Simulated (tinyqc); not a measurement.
Insulator thickness and V0 from two charges.

Inverse problem. In an undoped wire Vg - V0 = Q/Cox + Vt ln(Q/Q0) + Vt ln(1 + Q/Q0) at the source, with Q0 = 4 eps0 eps_r Vt/R and Cox = eps0 eox/(R ln(1 + tox/R)). Find Cox, tox and V0.

Inputs (values chosen for the exercise); material values close to those of silicon:
```
symbol  value  unit                                      meaning
T         293     K                                  temperature
eps_r    11.8         relative permittivity of the semiconductor
eox        24        relative permittivity of the gate insulator
R           4    nm                                  wire radius
```

Constants: q = 1.602176634e-19 C, kB = 1.380649e-23 J/K, Vt = kB T/q, eps0 = 8.8541878128e-14 F/cm where lengths are in cm. Results are converted to the units shown.

Qs at Vg = 0.97 and 1.37 V (nC/cm^2): [827.70665, 2089.4437]

Answer. The two equations are linear in 1/Cox and V0; tox follows by inverting the logarithm.

Cox = 3.532 uF/cm^2
tox = 14.00 nm
V0 = 0.6709 V

Program tinyqc, `OMP_NUM_THREADS=1 python tinyqc.py 2460019 2460020 out.jsonl`; Intel Xeon 2.30GHz, shared host, one thread, about 0.02 s.
